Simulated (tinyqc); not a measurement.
Millisecond and nanosecond annealing: surface heating, thermal budget and solid-phase regrowth: one step, computed by the program tinyqc. Command: `OMP_NUM_THREADS=1 python tinyqc.py 3000145 3000146 out.jsonl flash walk`. One thread of a shared host (Intel(R) Xeon(R) Processor @ 2.30GHz), about 0.02 s of CPU time with the checks.

A square pulse heats the surface of a thick wafer with constant thermal properties; losses by radiation are neglected and silicon melts at 1414 C.

Question. Thermal budget. Absorbed flux q = (1 - R) fluence/t_p; kappa = k/c. With f(z, t) = (2 q/k) sqrt(kappa t) ierfc(z/(2 sqrt(kappa t))), ierfc(x) = exp(-x^2)/sqrt(pi) - x erfc(x): T = T0 + f(z, t) during the pulse and T0 + f(z, t) - f(z, t - t_p) after it. Temperatures in kelvin are T(C) + 273.15. Integrate exp(-E/(k_B T(t))) at the surface from 0 to 10 t_p (Gauss-Legendre, 60 points in sqrt(t) up to t_p and 60 in sqrt(t - t_p) after it). (Dt) = D0 x integral with E; regrowth = v0 x integral with E_v; effective time = integral/exp(-E/(k_B T_peak)).

Inputs (values chosen for the exercise, modelled on hot silicon with phosphorus):
```
quantity                      value        unit
incident fluence               99.1      J/cm^2
pulse length t_p              0.016           s
reflectance R                  0.36           -
thermal conductivity k         0.28    W/(cm K)
heat capacity per volume c     2.16  J/(cm^3 K)
preheat temperature T0          500           C
wafer thickness d               775          um
dopant prefactor D0            4.49      cm^2/s
dopant activation energy E     3.67          eV
regrowth prefactor v0       5.6e+08        cm/s
regrowth energy E_v             2.7          eV
```

Source: flash lamp.

peak temperature = 1227.516 C

Constants: k_B = 8.617333262e-05 eV/K.

Give: budget (Dt); diffusion length 2 sqrt(Dt); effective time over t_p; possible regrowth.

Answer.

budget (Dt) = 4.701e-15 cm^2

diffusion length 2 sqrt(Dt) = 1.371 nm

effective time over t_p = 0.1384

possible regrowth = 14330 nm

Caution: heat reaches the back of the wafer, which is no longer thick. Caution: equilibrium diffusivities are used; implant damage enhances diffusion, and k and c vary with temperature. Caution: the peak lies above 1150 C, and amorphous silicon melts some 200 to 250 K below the crystal, so a layer that has not regrown before the peak may melt instead.
